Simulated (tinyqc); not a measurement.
Tight-binding t2g bands of a cubic perovskite: sweeps and comparisons. A value that a table varies takes the place of the one given here.

Orbitals yz, zx, xy (X, Y, Z below) times spin. E_xy = Dt + 2t (2 - cos x - cos y) + 2 td (1 - cos z) + 4 t2 (1 - cos x cos y) with x = kx a and so on; yz and zx follow by cyclic change, without Dt. Spin-orbit term -(Dso/3) L.sigma + Dso/3 with (L_k)_ij = -i epsilon_kij in X, Y, Z: for Dt = 0 the quartet lies at 0 and the doublet at Dso.

Constants: hbar^2/2m0 = 3.80998211 eV angstrom^2.

Parameters, chosen for this exercise (of the size met in SrTiO3 and KTaO3; not measured data): t = 0.526 eV (strong hopping); td = 0.051 eV (weak hopping); t2 = 0.046 eV (diagonal hopping in the plane of the orbital); Dso = 0.223 eV (spin-orbit splitting at Gamma); Dt = -0.264 eV (shift of xy (tetragonal field or confinement)); a = 3.993 angstrom (lattice constant); k = (0.24, 0.15, 0) 2 pi/a (wave vector).

## Bands along [100] with and without spin-orbit coupling

k = (x,0,0). The plain columns hold the three orbital energies without spin-orbit coupling, sorted.

Levels (eV):
```
x (2 pi/a)  plain 1  plain 2  plain 3   pair 1  pair 2  pair 3
0.00        -0.2640   0.0000   0.0000  -0.2197  0.0000  0.1787
0.02        -0.2543   0.0008   0.0097  -0.2103  0.0052  0.1844
0.04        -0.2252   0.0032   0.0388  -0.1824  0.0195  0.2027
0.06        -0.1772   0.0072   0.0868  -0.1370  0.0402  0.2366
0.10        -0.0279   0.0195   0.2361  -0.0090  0.0979  0.3616
0.15         0.0420   0.2455   0.5095   0.0872  0.3129  0.6200
0.20         0.0705   0.5901   0.8541   0.1293  0.6502  0.9581
0.30         0.1335   1.3539   1.6179   0.2001  1.4111  1.7173
0.50         0.2040   2.2080   2.4720   0.2733  2.2642  2.5694
```

What can be read from the table?

At the zone edge the heavy yz band has risen by 0.204 eV (4 td) and the light ones by 2.472 eV (4t + 8 t2). Spin-orbit coupling mixes the orbitals while their spacing is below Dso = 0.223 eV: the lowest pair lies +44.0 meV from the plain band at x = 0.02 and +69.3 meV at the edge, where yz has parted from the other two and its offset tends to Dso/3 = 74.3 meV; zx and xy, 264 meV apart without the coupling, mix little there. With Dt < 0 the lowest plain band at Gamma is xy, and yz passes below it further out.

## Order of the levels against the shift of xy

Levels at Gamma, the xy weight of the lowest pair and its mass along [100] from m/m0 = c q^2/(E(q) - E(0)), q = 0.001 (2 pi/a).

At Gamma:
```
Dt (eV)  pair 1 (eV)  pair 2 (eV)  pair 3 (eV)  xy weight of pair 1  mass (m0)
-0.30        -0.2532       0.0000       0.1762                0.936      0.398
-0.15        -0.1172       0.0000       0.1902                0.865      0.412
-0.08        -0.0589       0.0000       0.2019                0.796      0.427
-0.03        -0.0209       0.0000       0.2139                0.722      0.443
-0.01        -0.0068       0.0000       0.2198                0.686      0.452
0.01          0.0000       0.0066       0.2264                0.000      0.715
0.03          0.0000       0.0191       0.2339                0.000      0.715
0.08          0.0000       0.0463       0.2567                0.000      0.714
0.15          0.0000       0.0748       0.2982                0.000      0.714
```

What does this show?

For Dt > 0 the lowest pair is the pure yz, zx combination at 0, with mass 0.714 at Dt = 0.15 eV. For Dt < 0 it gains xy weight, 0.69 at -0.01 and 0.94 at -0.3 eV, and its mass tends to the light value 0.387; the scale of the change is Dso = 0.223 eV.

## What each parameter does

The three pairs at k. Each row changes one parameter from the base and keeps the others.

Results:
```
case             pair 1 (eV)  pair 2 (eV)  pair 3 (eV)
base                  0.6646       1.2437       1.4531
t = 0.5786 eV         0.7092       1.3491       1.5869
td = 0.0765 eV        0.7116       1.2605       1.4581
t2 = 0.066 eV         0.6983       1.3189       1.5291
Dso = 0.2899 eV       0.6776       1.2488       1.5018
Dt = -0.294 eV        0.6643       1.2373       1.4297
```

How do the results move?

The largest shifts from the base row, up to three for each result and ties (the steps differ in size, so this ranks the rows, not the parameters). pair 1 (eV): td +0.0471, t +0.0447, t2 +0.0338. pair 2 (eV): t +0.1054, t2 +0.0752, td +0.0168. pair 3 (eV): t +0.1339, t2 +0.0760, Dso +0.0488.

Run: tinyqc, `OMP_NUM_THREADS=1 python tinyqc.py 1480769 1480770 out.jsonl`; Intel(R) Xeon(R) Processor @ 2.30GHz, one thread, shared host; about 0.01 s of CPU time with all checks.
